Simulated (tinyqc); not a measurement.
Frequency dispersion of an accumulation capacitance by border traps, distributed model: one step of the calculation.

Traps spread evenly through the insulator exchange electrons with the semiconductor by tunnelling, with tau(x) = t0 exp(2 ka x) at depth x from the interface. The admittance per area Y seen at depth x obeys dY/dx = -Y^2/(i w eps0 eox) + q Nb ln(1 + i w tau)/tau, with Y(0) = i w Cs and w = 2 pi f; the gate sees Y(tox) = G + i w C. Working variable y = Y/(i w), in uF/cm^2. Cox = eps0 eox/tox.

Question. Midpoint steps through the active depth. In terms of y: dy/dx = -y^2/(eps0 eox) + s(x), s = q Nb ln(1 + z)/z, z = i w tau. 11 midpoint steps of h = xe/11: y_half = y + (h/2) y'(x, y), y(new) = y + h y'(x + h/2, y_half).

Inputs (values chosen for the exercise); permittivity close to that of aluminium oxide:
- eox = 8.35 (relative permittivity of the insulator)
- Cs = 3.1 uF/cm^2 (semiconductor capacitance in accumulation)
- Nb = 5e18 cm^-3 eV^-1 (density of border traps)
- ka = 4 1/nm (decay constant of the wave function in the insulator)
- t0 = 3e-9 s (time constant of a trap at the interface)
- f = 1e5 Hz (frequency)
- xe = 1.4 nm (depth down to which the steps are taken)

Constants: q = 1.602176634e-19 C, eps0 = 8.8541878128e-14 F/cm where lengths are in cm. Results are converted to the units shown.

Find: x; s; y.

Answer.

```
point  x (nm)  s (uF/(cm^2 nm))   y (uF/cm^2)
0           0  0.08011-0.00008i  3.100+0.000i
1      0.1273  0.08011-0.00021i  2.953+0.000i
2      0.2545  0.08010-0.00058i  2.820+0.000i
3      0.3818  0.08007-0.00160i  2.699+0.000i
4      0.5091  0.07978-0.00441i  2.589+0.000i
5      0.6364  0.07773-0.01173i  2.489-0.001i
6      0.7636  0.06644-0.02559i  2.396-0.003i
7      0.8909  0.03986-0.03197i  2.307-0.007i
8       1.018  0.01748-0.02322i  2.223-0.010i
9       1.145  0.00675-0.01288i  2.142-0.011i
10      1.273  0.00249-0.00629i  2.067-0.012i
11      1.400  0.00091-0.00286i  1.996-0.011i
```

tinyqc, about 0.5 s, one thread, Intel Xeon 2.30GHz (shared host): `OMP_NUM_THREADS=1 python tinyqc.py 2202060 2202061 out.jsonl`
